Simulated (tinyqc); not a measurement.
Phase space against the mass ratio: three-phonon processes in a diatomic chain: dispersion, energy and momentum conservation, and decay channels of optical phonons. Computed by tinyqc, a small Python program. Command: `OMP_NUM_THREADS=1 python tinyqc.py 3120566 3120567 out.jsonl threeph walk`. One thread of a shared host (Intel(R) Xeon(R) Processor @ 2.30GHz), about 0.05 s of CPU time with the checks.

Cell length a, two atoms, one spring constant. x = q a/pi runs from -1 to 1; A and O are the acoustic and optical branches. Matrix elements are not computed: only conservation laws and occupation factors are followed.

Inputs (values chosen for the exercise, for a model chain): light mass m = 69.7 u; spring constant k = 6.8 eV/angstrom^2; temperature T = 50 K.

Constants: nu for 1 eV/(angstrom^2 u) = 15.6333042 THz; h x 1 THz = 4.135667696 meV; k_B = 8.617333262e-05 eV/K.

Method:
- omega^2 = k (1/m + 1/M) -/+ k sqrt((1/m + 1/M)^2 - 4 sin^2(pi x/2)/(m M)); nu = 15.6333042 THz x sqrt(omega^2) for eV/(angstrom^2 u).
- Processes for O(x): decay O -> A + A and O -> O + A with x = x' + x'' (mod 2), and absorption O + A -> O with x + x' = x'' (mod 2). Roots of the energy mismatch in x' are bracketed on 4001 points from -1 to 1 and refined. A process is umklapp (U) if the sum of wave numbers leaves (-1, 1]. Weight = occupation factor/|d mismatch/dx'|, the factor being 1 + n' + n'' for decay and n' - n'' for absorption. Pairs that differ only by exchanging two acoustic products count once, and the trivial root x' = 0 is left out.
- Total weight summed over channels and averaged over x = 0.05, 0.15, ..., 0.95, with m and k fixed; share of those x with an open channel.

Optical phonons:
```
M/m  weight, A + A (1/THz)  weight, with O (1/THz)  share open
1.1                0.13733                       0         1.0
1.5                0.35330                       0         1.0
2.0                0.21861                       0         0.8
2.5                0.12972                       0         0.5
2.9                0.10088                       0         0.2
3.3                0.00000                       0         0.0
3.7                0.00000                       0         0.0
4.2                0.00000                       0         0.0
6.0                0.00000                       0         0.0
```

The A + A channel closes between M/m = 2.9 and 3.3 on this grid: energy conservation alone would allow it up to M/m = 4, where the optical bottom passes twice the acoustic top, but momentum must be conserved too. No channel with a second optical phonon opens at any ratio. A large gap that shuts such channels is one reason why crystals with very unequal masses can conduct heat well.
